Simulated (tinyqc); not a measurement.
Inside a calculation. Method: empirical pseudopotential in a few plane waves. Computed by tinyqc, a small Python program that keeps every step. Settings: plane-wave index or count = 15. Command: `OMP_NUM_THREADS=1 python tinyqc.py 25145 25146 out.jsonl` (the two numbers bound the seeds that draw the settings). One thread of a shared host (Intel(R) Xeon(R) Processor @ 2.60GHz), about 0.2 s of CPU time with the checks.

## Bloch Hamiltonian at G

Parameters chosen for this model: fcc lattice, atoms at +/- a/8 (1,1,1); form factors in rydberg at |G|^2 in units of (2 pi/a)^2:
```
parameter,value,unit
a,5.960000,angstrom
VS(3),-0.223000,Ry
VS(8),0.043000,Ry
VS(11),0.058000,Ry
VA(3),0,Ry
VA(4),0,Ry
VA(11),0,Ry
hbar^2/2m (2 pi/a)^2,4.234383,eV
```

k point G (2 pi / a): 0  0  0

Basis: the 15 shortest G (labels in 2 pi/a), the same at every k. H(G,G') = c |k + G|^2 delta + VS(|G-G'|^2) cos((G-G').tau) + i VA sin((G-G').tau), tau = a/8 (1,1,1); 1 Ry = 13.605693 eV.

H(k) at G (eV):
```
,+0+0+0,-1-1-1,-1-1+1,-1+1-1,-1+1+1,+1-1-1,+1-1+1,+1+1-1,+1+1+1,-2+0+0,+0-2+0,+0+0-2,+0+0+2,+0+2+0,+2+0+0
+0+0+0,0.000000,2.145411,-2.145411,-2.145411,-2.145411,-2.145411,-2.145411,-2.145411,2.145411,0.000000,0.000000,0.000000,0.000000,0.000000,0.000000
-1-1-1,2.145411,12.703149,0.000000,0.000000,-0.585045,0.000000,-0.585045,-0.585045,0.000000,-2.145411,-2.145411,-2.145411,-0.557999,-0.557999,-0.557999
-1-1+1,-2.145411,0.000000,12.703149,0.585045,0.000000,0.585045,0.000000,0.000000,-0.585045,-2.145411,-2.145411,0.557999,2.145411,-0.557999,-0.557999
-1+1-1,-2.145411,0.000000,0.585045,12.703149,0.000000,0.585045,0.000000,0.000000,-0.585045,-2.145411,0.557999,-2.145411,-0.557999,2.145411,-0.557999
-1+1+1,-2.145411,-0.585045,0.000000,0.000000,12.703149,0.000000,0.585045,0.585045,0.000000,2.145411,-0.557999,-0.557999,-2.145411,-2.145411,0.557999
+1-1-1,-2.145411,0.000000,0.585045,0.585045,0.000000,12.703149,0.000000,0.000000,-0.585045,0.557999,-2.145411,-2.145411,-0.557999,-0.557999,2.145411
+1-1+1,-2.145411,-0.585045,0.000000,0.000000,0.585045,0.000000,12.703149,0.585045,0.000000,-0.557999,2.145411,-0.557999,-2.145411,0.557999,-2.145411
+1+1-1,-2.145411,-0.585045,0.000000,0.000000,0.585045,0.000000,0.585045,12.703149,0.000000,-0.557999,-0.557999,2.145411,0.557999,-2.145411,-2.145411
+1+1+1,2.145411,0.000000,-0.585045,-0.585045,0.000000,-0.585045,0.000000,0.000000,12.703149,-0.557999,-0.557999,-0.557999,-2.145411,-2.145411,-2.145411
-2+0+0,0.000000,-2.145411,-2.145411,-2.145411,2.145411,0.557999,-0.557999,-0.557999,-0.557999,16.937532,0.585045,0.585045,-0.585045,-0.585045,0.000000
+0-2+0,0.000000,-2.145411,-2.145411,0.557999,-0.557999,-2.145411,2.145411,-0.557999,-0.557999,0.585045,16.937532,0.585045,-0.585045,0.000000,-0.585045
+0+0-2,0.000000,-2.145411,0.557999,-2.145411,-0.557999,-2.145411,-0.557999,2.145411,-0.557999,0.585045,0.585045,16.937532,0.000000,-0.585045,-0.585045
+0+0+2,0.000000,-0.557999,2.145411,-0.557999,-2.145411,-0.557999,-2.145411,0.557999,-2.145411,-0.585045,-0.585045,0.000000,16.937532,0.585045,0.585045
+0+2+0,0.000000,-0.557999,-0.557999,2.145411,-2.145411,-0.557999,0.557999,-2.145411,-2.145411,-0.585045,0.000000,-0.585045,0.585045,16.937532,0.585045
+2+0+0,0.000000,-0.557999,-0.557999,-0.557999,0.557999,2.145411,-2.145411,-2.145411,-2.145411,0.000000,-0.585045,-0.585045,0.585045,0.585045,16.937532
```

## Levels at G

Diagonalise the Hermitian matrix.

eigenvalues (eV): -2.209227  8.608322  8.608322  8.608322  10.864229  12.118104  12.118104  12.118104  15.767443  15.767443  16.667510  20.447314  20.447314  20.447314  22.871766

## Bands along a path

The same steps at evenly spaced points between the labelled ones.

Bands along the path (eV), lowest eight:
```
k,band 1,band 2,band 3,band 4,band 5,band 6,band 7,band 8
L,-0.135124,2.666295,7.847507,7.847507,10.669111,13.047252,13.047252,17.240443
L-G 0.33,-1.061142,4.069430,7.922189,7.922189,10.783465,12.961685,12.961685,16.625941
L-G 0.67,-1.908343,6.528365,8.315892,8.315892,11.252507,12.630807,12.630807,13.609258
G,-2.209227,8.608322,8.608322,8.608322,10.864229,12.118104,12.118104,12.118104
G-X 0.33,-1.805250,6.511270,7.849008,7.849008,11.427308,12.614474,13.528756,13.528756
G-X 0.67,-0.611136,3.876699,6.985516,6.985516,10.735418,11.555968,16.296238,16.296238
X,1.314150,1.594719,6.805399,6.805399,10.560604,10.938381,19.612162,19.612162
```

With 4 band(s) filled, the highest filled level on these points lies at G and the lowest empty one at X: a gap of 1.9523 eV, indirect. This holds for the small fixed basis; with all plane waves up to |k + G|^2 = 21 (2 pi/a)^2 the gap along the path is 1.60 eV.

## Convergence with the number of plane waves

Levels at G counted from the fourth one.

Levels (eV):
```
plane waves,level 1,level 5,level 8
9,-14.327331,0,2.340179
15,-10.817549,2.255907,3.509782
27,-10.255727,2.846320,3.323477
51,-10.358548,2.958258,3.425954
59,-10.403334,2.953548,3.252937
65,-10.415278,2.953548,3.218099
89,-10.377469,2.928973,3.249828
```
